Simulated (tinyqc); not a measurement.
Q-state Potts model on a small periodic square lattice: enumeration, Metropolis, heat-bath and Wolff steps: one step, computed by the program tinyqc.

E = -J x (number of nearest-neighbour bonds with equal states); n x n sites with periodic edges have 2 n^2 bonds. Order parameter m = (q f - 1)/(q - 1), f being the largest share of one state. Sites are numbered row by row from 0. Here q = 3 and n = 3.

Question. Exact averages. All q^(n^2) states are counted by their number b of equal bonds; weights g(b) exp(K b), K = J/(k_B T). Per site: u = -J <b>/n^2, c/k_B = K^2 (<b^2> - <b>^2)/n^2. ln Z = ln sum g(b) exp(K b); entropy per site s/k_B = (ln Z - K <b>)/n^2.

Inputs (values chosen for the exercise, for a model of domains or grain orientations): coupling J = 46 meV; temperature T = 719 K.

States by number of equal bonds:
```
b,g(b),probability
0,12,1.318792e-06
2,540,2.619728e-04
3,936,9.540518e-04
4,3240,6.938647e-03
5,3996,1.797997e-02
6,3348,3.165064e-02
7,3240,6.435403e-02
8,2592,1.081681e-01
9,660,5.786847e-02
10,810,1.492165e-01
11,108,4.180123e-02
12,144,1.171012e-01
14,54,1.938474e-01
18,3,2.098564e-01
```

K = 0.7424309

Give: <b>; energy u; heat capacity c; entropy s.

Answer.

<b> = 12.00

energy u = -61.31 meV/site

heat capacity c = 0.9430 k_B/site

entropy s = 0.7908 k_B/site
